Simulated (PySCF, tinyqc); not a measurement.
CID on RHF in the sto-3g basis, for H4, spin multiplicity 1, step by step. The lowest restricted solution is unstable here: a spin-polarised one lies 0.0053 hartree lower (PySCF). One step of it, computed by the program tinyqc.

Task: CID: roots. Diagonalise (each vector has its largest component positive (the first on a tie)); all determinants have Ms = 0, so triplets appear too. The lowest singlet root is the correlation energy. The Davidson correction is (1 - c0^2) E_corr, c0 the coefficient of the reference.

Occupation strings over the orbitals (2 doubly, a alpha, b beta, 0 empty; spin orbitals ordered 1a 1b 2a 2b ...): 2200 aabb 2020 abab 2002 abba baab 0220 baba 0202 bbaa

H - E(HF) between determinants (hartree):
```
           2200       aabb       2020       abab       2002       abba       baab       0220
2200   0.000000  -0.028137   0.092379  -0.090179   0.127487   0.118316   0.118316   0.113515
aabb  -0.028137   0.851323   0.090179  -0.092379  -0.118316  -0.127487  -0.113515  -0.118316
2020   0.092379   0.090179   0.594045   0.076307   0.182264  -0.166486  -0.166486   0.165023
abab  -0.090179  -0.092379   0.076307   0.957608   0.166486  -0.182264  -0.165023   0.166486
2002   0.127487  -0.118316   0.182264   0.166486   1.034216  -0.048170  -0.048170   0.000000
abba   0.118316  -0.127487  -0.166486  -0.182264  -0.048170   1.018164   0.000000  -0.048170
baab   0.118316  -0.113515  -0.166486  -0.165023  -0.048170   0.000000   1.018164  -0.048170
0220   0.113515  -0.118316   0.165023   0.166486   0.000000  -0.048170  -0.048170   1.004408
baba  -0.090179  -0.088067   0.076307   0.000000   0.166486  -0.165023  -0.182264   0.166486
0202   0.088067   0.090179   0.000000   0.076307   0.165023  -0.166486  -0.166486   0.182264
bbaa  -0.028137   0.000000   0.090179  -0.088067  -0.118316  -0.113515  -0.127487  -0.118316

           baba       0202       bbaa
2200  -0.090179   0.088067  -0.028137
aabb  -0.088067   0.090179   0.000000
2020   0.076307   0.000000   0.090179
abab   0.000000   0.076307  -0.088067
2002   0.166486   0.165023  -0.118316
abba  -0.165023  -0.166486  -0.113515
baab  -0.182264  -0.166486  -0.127487
0220   0.166486   0.182264  -0.118316
baba   0.957608   0.076307  -0.092379
0202   0.076307   1.346705   0.090179
bbaa  -0.092379   0.090179   0.851323
```

Give: lowest roots of this matrix, relative to E(HF); lowest vectors; <S^2> of these roots; weight of the ground state by excitation level 0, 1, 2, ...; Davidson correction.

Result:

lowest roots of this matrix, relative to E(HF) (hartree): -0.094  0.340  0.430  0.789  0.850  0.954  1.020  1.024

lowest vectors:
```
      root 1  root 2  root 3  root 4
2200   0.952   0.074   0.000   0.227
aabb   0.014  -0.228   0.408   0.245
2020  -0.154   0.739   0.000   0.573
abab   0.097   0.097   0.408  -0.318
2002  -0.107  -0.358   0.000   0.289
abba  -0.111   0.132   0.408   0.073
baab  -0.111   0.132   0.408   0.073
0220  -0.099  -0.358   0.000   0.405
baba   0.097   0.097   0.408  -0.318
0202  -0.071   0.187   0.000  -0.202
bbaa   0.014  -0.228   0.408   0.245
```

<S^2> of these roots: 0.000  0.000  6.000  0.000  2.000  2.000  0.000  2.000

weight of the ground state by excitation level 0, 1, 2, ...: 0.906  0.000  0.094

Davidson correction = -0.00884 hartree
